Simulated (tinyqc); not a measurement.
# Worked calculation: tunnelling through a gate dielectric, WKB transmission and Tsu-Esaki current

Computed by the program tinyqc: `OMP_NUM_THREADS=1 python tinyqc.py 2540049 2540050 out.jsonl`, one thread of a shared Intel Xeon 2.30GHz, about 0.02 s for the whole run. Printed values are rounded.

Electrons leave the emitter at x = 0. Energies E (motion across the layers) are in eV from the emitter Fermi level; the collector Fermi level lies at -V and offers states at every E. No charge in the dielectric and no image force: F1 = V/t1, U = phi1 - F1 x. With C = hbar^2/(2 m0), kappa = sqrt(m (U - E)/C) where U > E and 0 elsewhere; T(E) = exp(-S), S = 2 times the integral of kappa over x.

Values chosen for this exercise; dielectric values close to those of silicon dioxide: temperature T = 350 K; Fermi energy of the emitter above its band bottom Ef = 0.16 eV; emitter mass in the supply function me = 0.65 m0; barrier of layer 1 above the emitter Fermi level at zero bias phi1 = 3.14 eV; tunnelling mass of layer 1 m1 = 0.5 m0; thickness of layer 1 t1 = 2 nm; voltage across the dielectric V = 0.6 V; energy of the electron followed E = 0 eV; cells in each layer nc = 7; lower end of the energy grid Ea = -0.16 eV; upper end of the energy grid Eb = 0.31 eV; points of the energy grid nE = 9.

Constants: q = 1.602176634e-19 C, kB = 1.380649e-23 J/K, hbar = 1.054571817e-34 J s, m0 = 9.1093837015e-31 kg, Vt = kB T/q, hbar^2/(2 m0) = 0.0380998212 eV nm^2. Results are converted to the units shown.

## Fields and band edges

F1 = V/t1, U = phi1 - F1 x.

F1 = 3 MV/cm
U at x = t1 = 2.54 eV

## WKB exponent by the midpoint rule

Cut each layer into nc equal cells, take U and kappa at the cell centres, and sum S = 2 sum kappa h.

| cell | x (nm) | U (eV) | kappa (1/nm) |
|---|---|---|---|
| 0 | 0.14286 | 3.09714 | 6.37535 |
| 1 | 0.42857 | 3.01143 | 6.28651 |
| 2 | 0.71429 | 2.92571 | 6.19640 |
| 3 | 1.00000 | 2.84000 | 6.10496 |
| 4 | 1.28571 | 2.75429 | 6.01213 |
| 5 | 1.57143 | 2.66857 | 5.91784 |
| 6 | 1.85714 | 2.58286 | 5.82202 |

S = 24.4087
T(E) = 2.50866e-11

## WKB exponent in closed form

Each layer adds (2/F) sqrt(m/C) [G(u at its left edge) - G(u at its right edge)] to S, with u = U - E (0 where negative) and G(u) = (2/3) u^1.5. The slope follows from 1/d = -dS/dE.

S = 24.4085
T(E) = 2.50924e-11
energy d over which T(E) grows by a factor e = 0.23227 eV

The midpoint rule gives S = 24.409, so its T(E) is 0.023 % below this value. The band edge stays above E through the whole stack: direct tunnelling through a trapezoid.

## Current density on a coarse energy grid

J = J0 times the integral of T(E) N(E) dE, N = ln[(1 + exp(-E/Vt))/(1 + exp((-E - V)/Vt))], J0 = q^2 me m0 kB T/(2 pi^2 hbar^3) (times 1e-4 for A/cm^2 per eV), by Simpson's rule on nE equally spaced points from Ea to Eb.

| point | E (eV) | T(E) | N | T(E) N |
|---|---|---|---|---|
| 0 | -0.160000 | 1.27204e-11 | 5.30988 | 6.75438e-11 |
| 1 | -0.101250 | 1.62890e-11 | 3.39127 | 5.52405e-11 |
| 2 | -0.042500 | 2.09110e-11 | 1.62774 | 3.40376e-11 |
| 3 | 0.016250 | 2.69135e-11 | 0.459612 | 1.23697e-11 |
| 4 | 0.075000 | 3.47311e-11 | 0.0799062 | 2.77523e-12 |
| 5 | 0.133750 | 4.49425e-11 | 0.0117902 | 5.29882e-13 |
| 6 | 0.192500 | 5.83210e-11 | 0.00168949 | 9.85326e-14 |
| 7 | 0.251250 | 7.59038e-11 | 2.41050e-4 | 1.82966e-14 |
| 8 | 0.310000 | 9.90872e-11 | 3.43707e-5 | 3.40570e-15 |

J0 = 3.17261e8 A/(cm^2 eV)
J = 0.00257221 A/cm^2

The integrand peaks at E = -0.160 eV among these points. A converged quadrature from -Ef to above the barrier gives 0.002576 A/cm^2; this grid is 0.13 % below that.
